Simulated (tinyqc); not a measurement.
Worked calculation: mobility of a non-polar semiconductor in the relaxation-time approximation. Computed by tinyqc, a small Python program that keeps every step. Command: `OMP_NUM_THREADS=1 python tinyqc.py 3006923 3006924 out.jsonl rta walk`. One thread of a shared host (Intel(R) Xeon(R) Processor @ 2.30GHz), about 0.01 s of CPU time with the checks. Intermediate numbers are printed to about 6 digits and carried at full precision; extremes and crossings named in words are read from the listed rows.

Each valley is treated as a sphere of mass m_d for states and rates, with one isotropic relaxation time; the conductivity mass m_c sets the current.

Inputs (values chosen for the exercise, modelled on holes in silicon): longitudinal mass m_l = 0.504 m_0; transverse mass m_t = 0.504 m_0; equivalent valleys Z = 1; non-parabolicity alpha = 0.29 1/eV; static permittivity eps_s = 11.7; density rho = 2329 kg/m^3; sound velocity v_l = 8950 m/s; acoustic deformation potential D_A = 5.4 eV; phonon energy hbar w = 64.6 meV; optical or intervalley deformation potential D_o = 8.4 1e8 eV/cm; final valleys Z_f = 1; carrier density n = 6.9e+16 1/cm^3; compensation ratio C = 0.58; temperature T = 400 K; neutral impurity density N_n = 9.2e+17 1/cm^3.

Band: Kane. Impurity formula: Brooks-Herring. Further scattering: neutral impurities.

Constants: k_B = 8.617333262e-05 eV/K; m_0 = 9.1093837015e-31 kg; e = 1.602176634e-19 C; hbar = 1.054571817e-34 J s; eps_0 = 8.8541878128e-12 F/m; k_B = 1.380649e-23 J/K; hbar = 6.582119569e-16 eV s.

## Masses

m_d = (m_l m_t^2)^(1/3); 1/m_c = (1/m_l + 2/m_t)/3; Hall mass factor A = 3 K_m (K_m + 2)/(2 K_m + 1)^2, K_m = m_l/m_t; N_I = n (1 + C)/(1 - C).

density-of-states mass m_d = 0.504 m_0

conductivity mass m_c = 0.504 m_0

Hall mass factor A = 1

ionised impurity density N_I = 2.59571e+17 1/cm^3

## Fermi level and screening

Kane band: hbar^2 k^2/(2 m) = E (1 + alpha E), speed v = hbar k/(m (1 + 2 alpha E)), states per spin, volume and energy g(E) = m k (1 + 2 alpha E)/(2 pi^2 hbar^2); overlap factors are set to 1. Here m = m_d. Masses are multiplied by m_0 and all formulas are in SI units. The reduced Fermi level eta = E_F/(k_B T) solves n = 2 Z int g f dE with f = 1/(1 + exp(x - eta)) (Z = 1 unless valleys are given); screening length L_s = sqrt(eps_s eps_0 k_B T/(e^2 dn/deta)), dn/deta = 2 Z int g f (1 - f) dE. Integrals over x = E/(k_B T) use 160 Gauss-Legendre points in u = sqrt(x) from 0 to sqrt(max(eta, 0) + 32).

reduced Fermi level eta = -5.33548

screening length L_s = 17.9873 nm

The gas is non-degenerate (eta < -2), and L_s is close to the Debye length.

## Rates at a few energies

Phonon occupation N_q = 1/(exp(hbar w/(k_B T)) - 1). Acoustic deformation potential (elastic, equipartition, absorption and emission together): 1/tau = 2 pi k_B T D_A^2 g(E)/(hbar rho v_l^2). Optical or intervalley deformation potential: 1/tau = (pi Z_f D_o^2/(rho w)) [N_q g(E + hbar w) + (N_q + 1) g(E - hbar w)], with g = 0 below the band edge. Each optical term is multiplied by (1 - f(E'))/(1 - f(E)), E' the final energy, for Pauli blocking. Singly charged impurities, momentum relaxation: 1/tau = N_I e^4 m (1 + 2 alpha E) Phi/(8 pi (eps_s eps_0)^2 hbar^3 k^3), with alpha = 0 for a parabolic band. Brooks-Herring: Phi = ln(1 + b) - b/(1 + b), b = 4 k^2 L_s^2. Neutral impurities (Erginsoy): 1/tau = 20 N_n a_B hbar/m, a_B = 4 pi eps_s eps_0 hbar^2/(m e^2).

Rates (1e12/s) at E = (max(eta, 0) + 0.5, 1, 2, 4) k_B T:
```
E (meV)  acoustic  optical  ionised impurity  neutral impurity
17.235    1.33486  1.04352           10.7419           5.19195
34.469    1.91119  1.16081            4.3698           5.19195
68.939    2.76941  2.85131            1.7540           5.19195
137.877   4.10679  8.15276            0.6985           5.19195
```

## Mobility for each process alone

mu = (m_d/m_c) (2 Z e/(3 n k_B T)) int g v^2 tau f (1 - f) dE. Averages over x are split at the emission threshold x_0 = hbar w/(k_B T): 64 Gauss-Legendre points in sqrt(x) below it and 128 in sqrt(x - x_0) above it, up to x = max(eta, 0) + 32.

acoustic mobility = 1280.24 cm^2/(V s)

optical mobility = 1524.06 cm^2/(V s)

ionised impurity mobility = 2747.49 cm^2/(V s)

neutral impurity mobility = 640.248 cm^2/(V s)

## All processes together

Rates are added at each energy before the average. With <y> = int g v^2 y f (1 - f) dE: Hall factor r_H = A (3 n k_B T/(2 Z m_d)) <tau^2/(1 + 2 alpha E)>/<tau>^2 (alpha = 0 for a parabolic band); Hall mobility r_H mu; |S| = (k_B/e) (<x tau>/<tau> - eta); resistivity 1/(n e mu).

drift mobility mu = 228.714 cm^2/(V s)

Hall factor r_H = 1.05483

Hall mobility = 241.255 cm^2/(V s)

Seebeck coefficient |S| = 656.548 microvolt/K

resistivity = 0.395502 ohm cm

Taking r_H = 1 in a Hall measurement would give a density 0.948 times the true one. Caution: Erginsoy's formula holds for k a_B below about 0.5 and for dopants that stay neutral, which means low temperature; elsewhere it is only a rough constant rate.

## Matthiessen's rule against the full average

Matthiessen's rule adds 1/mu of the separate processes.

Separate mobilities:
```
process           mu (cm^2/(V s))  share of the sum of 1/mu (%)
acoustic                  1280.24                       23.2256
optical                   1524.06                       19.5100
ionised impurity          2747.49                       10.8224
neutral impurity           640.25                       46.4420
```

mobility by Matthiessen's rule = 297.344 cm^2/(V s)

excess of Matthiessen's rule over the full mu = 30.0071 %

The rule gives 297.3 against the full 228.7, 30.0 % too high; it can only overestimate, since each separate average is carried by the energies where that process is weak. The largest shares are neutral impurity (46 %) and acoustic (23 %).

Checks made by the program: the sum rule (2 Z/(3 k_B T)) int g v^2 (1 + 2 alpha E) f (1 - f) dE = n/m_d (relative difference below 1e-10).
